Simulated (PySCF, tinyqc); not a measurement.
Worked calculation: CIS on RHF in the sto-6g basis, for H3+, spin multiplicity 1. The lowest restricted solution is unstable here: a spin-polarised one lies 0.0121 hartree lower (PySCF). Computed by tinyqc, a small Python program that keeps every step (integrals from PySCF). Settings: charge = 1, multiplicity = 1, basis = sto-6g, method = RHF, energy threshold = 1e-10, iteration cap = 54, orthogonalisation = canonical, start = atomic densities, DIIS depth = 6. Command: `OMP_NUM_THREADS=1 python tinyqc.py 26206 26207 out.jsonl` (the two numbers bound the seeds that draw the settings). One thread of a shared host (Intel(R) Xeon(R) Processor @ 2.60GHz), about 0.05 s of CPU time with the checks. The early iterations of the SCF are left out here.

## One-electron integrals

Geometry (angstrom):

| atom | x | y | z |
|---|---|---|---|
| H | 0.00000 | 0.00000 | 0.00000 |
| H | 0.00000 | 0.00000 | 1.25200 |
| H | 0.00000 | 0.19100 | -1.23700 |

Basis sto-6g: exponents (1/bohr^2) and contraction coefficients of normalised primitives:

| element | l (shell) | exponent | coefficient |
|---|---|---|---|
| H | s (1) | 35.52322 | 0.00916 |
| H | s (1) | 6.51314 | 0.04936 |
| H | s (1) | 1.82214 | 0.16854 |
| H | s (1) | 0.62596 | 0.37056 |
| H | s (1) | 0.24308 | 0.41649 |
| H | s (1) | 0.10011 | 0.13033 |

Overlap, kinetic and nuclear-attraction integrals over the contracted functions; the nuclear repulsion is the sum of Za Zb / Rab.

nuclear repulsion = 1.0574293 hartree

overlap S:
```
         1H 1s    2H 1s    3H 1s
1H 1s  1.00000  0.36188  0.36204
2H 1s  0.36188  1.00000  0.05260
3H 1s  0.36204  0.05260  1.00000
```

kinetic energy T (hartree):
```
         1H 1s     2H 1s     3H 1s
1H 1s  0.76852   0.04350   0.04357
2H 1s  0.04350   0.76852  -0.01010
3H 1s  0.04357  -0.01010   0.76852
```

nuclear attraction V (hartree):
```
          1H 1s     2H 1s     3H 1s
1H 1s  -2.07559  -0.62328  -0.62363
2H 1s  -0.62328  -1.86949  -0.08245
3H 1s  -0.62363  -0.08245  -1.86960
```

core Hamiltonian H = T + V (hartree):
```
          1H 1s     2H 1s     3H 1s
1H 1s  -1.30706  -0.57978  -0.58006
2H 1s  -0.57978  -1.10097  -0.09255
3H 1s  -0.58006  -0.09255  -1.10108
```

## Two-electron integrals

Functions are numbered as in S; the eight-fold symmetry (ij|kl) = (ji|kl) = (kl|ij) leaves the list below.

Two-electron integrals (ij|kl) in chemists' order, unique and non-zero (hartree):
```
(11|11) 0.77500   (21|11) 0.20875   (21|21) 0.07876   (22|11) 0.40389
(22|21) 0.20875   (22|22) 0.77500   (31|11) 0.20886   (31|21) 0.05303
(31|22) 0.10342   (31|31) 0.07884   (32|11) 0.02856   (32|21) 0.00911
(32|22) 0.02154   (32|31) 0.00912   (32|32) 0.00127   (33|11) 0.40398
(33|21) 0.10338   (33|22) 0.21186   (33|31) 0.20886   (33|32) 0.02154
(33|33) 0.77500
```

## Orthogonalisation

S = U s U^T; canonical form X = U s^(-1/2), so that X^T S X = 1. Each column of U has its largest component positive (the first on a tie).

eigenvalues of S: 0.51374  0.94740  1.53886

X:
```
              1         2        3
1H 1s   1.01153  -0.00005  0.55520
2H 1s  -0.67927   0.72664  0.41319
3H 1s  -0.67965  -0.72630  0.41335
```

## Iteration 9 (converged): orbitals

converged F (hartree):
```
          1H 1s     2H 1s     3H 1s
1H 1s  -0.62225  -0.46499  -0.46517
2H 1s  -0.46499  -0.47099  -0.15031
3H 1s  -0.46517  -0.15031  -0.47102
```

Diagonalise F' = X^T F X, C = X C', fill 1 alpha and 1 beta electrons from the bottom; D = 2 C_occ C_occ^T. Each column has its largest component positive (the first on a tie).

F' = X^T F X (hartree):
```
          1         2         3
1   0.06822   0.00002  -0.03848
2   0.00002  -0.33850  -0.00002
3  -0.03848  -0.00002  -0.83088
```

orbital energies (hartree): MO1 -0.83253, MO2 -0.33850, MO3 0.06986

coefficients C:
```
           MO1       MO2       MO3
1H 1s  0.59786  -0.00011   0.98692
2H 1s  0.38385   0.72665  -0.69626
3H 1s  0.38394  -0.72629  -0.69670
```

D after iteration 9:
```
         1H 1s    2H 1s    3H 1s
1H 1s  0.71488  0.45898  0.45908
2H 1s  0.45898  0.29469  0.29475
3H 1s  0.45908  0.29475  0.29482
```

## Convergence

Stop when the energy changes by less than 1e-10 hartree and every element of the error matrix X^T (F D S - S D F) X is below 3e-06.

Course of the cycle:

| iteration | E (hartree) | change | largest element of the error matrix |
|---|---|---|---|
| 1 | -0.6537320 | - | 4.57e-02 |
| 2 | -1.1256923 | -4.72e-01 | 3.64e-02 |
| 3 | -1.1263484 | -6.56e-04 | 1.60e-02 |
| 4 | -1.1264998 | -1.51e-04 | 3.34e-03 |
| 5 | -1.1265066 | -6.84e-06 | 1.33e-04 |
| 6 | -1.1265066 | -9.72e-09 | 4.31e-05 |
| 7 | -1.1265066 | -7.53e-10 | 2.52e-05 |
| 8 | -1.1265066 | -3.91e-10 | 5.50e-09 |
| 9 | -1.1265066 | 2.22e-15 | 3.23e-09 |

PySCF RHF in the same basis = -1.1265066 hartree

Converged in 9 iterations.

## Integrals over molecular orbitals

(pq|rs) = sum C_ip C_jq C_kr C_ls (ij|kl), one index at a time.

one-electron integrals over orbitals h = C^T H C (hartree):
```
          1         2         3
1  -1.35141   0.00006  -0.08944
2   0.00006  -1.06446  -0.00003
3  -0.08944  -0.00003  -0.83658
```

Two-electron integrals over orbitals (pq|rs), unique and non-zero (hartree):
```
(11|11) 0.51889    (21|11) -0.00006   (21|21) 0.14839    (22|11) 0.43717
(22|21) 0.00010    (22|22) 0.50317    (31|11) 0.08944    (31|21) 1.75e-05
(31|22) -0.05565   (31|31) 0.14581    (32|11) 2.55e-05   (32|21) -0.14706
(32|22) -0.00009   (32|31) -0.00006   (32|32) 0.16187    (33|11) 0.52613
(33|21) -0.00009   (33|22) 0.46332    (33|31) 0.07919    (33|32) 0.00007
(33|33) 0.55729
```

## CIS matrix, singlets

A(ia,jb) = (e_a - e_i) d_ij d_ab + 2 (ia|jb) - (ij|ab).

CIS matrix A, singlet (hartree):
```
         1>2      1>3
1>2  0.35363  0.00001
1>3  0.00001  0.66788
```

## CIS singlet states

dipole integrals <i|r|a> (bohr):
```
           x         y         z
1>2  0.00000  -0.12902   1.68148
1>3  0.00000  -0.10408  -0.00754
```

Diagonalise A (1 hartree = 27.211386 eV); each vector has its largest component positive (the first on a tie). The transition dipole is mu = sqrt2 sum c_ia <i|r|a>.

singlet excitation energies (eV): 9.62272  18.17405

lowest vectors:
```
      state 1  state 2
1>2   1.00000  0.00003
1>3  -0.00003  1.00000
```

oscillator strengths 2/3 w |mu|^2: 1.34097  0.00970

## CIS matrix, triplets

A(ia,jb) = (e_a - e_i) d_ij d_ab - (ij|ab).

CIS matrix A, triplet (hartree):
```
          1>2       1>3
1>2   0.05685  -0.00003
1>3  -0.00003   0.37626
```

## CIS triplet states

Diagonalise A (1 hartree = 27.211386 eV); each vector has its largest component positive (the first on a tie).

triplet excitation energies (eV): 1.54688  10.23867

lowest vectors:
```
     state 1   state 2
1>2  1.00000  -0.00008
1>3  0.00008   1.00000
```
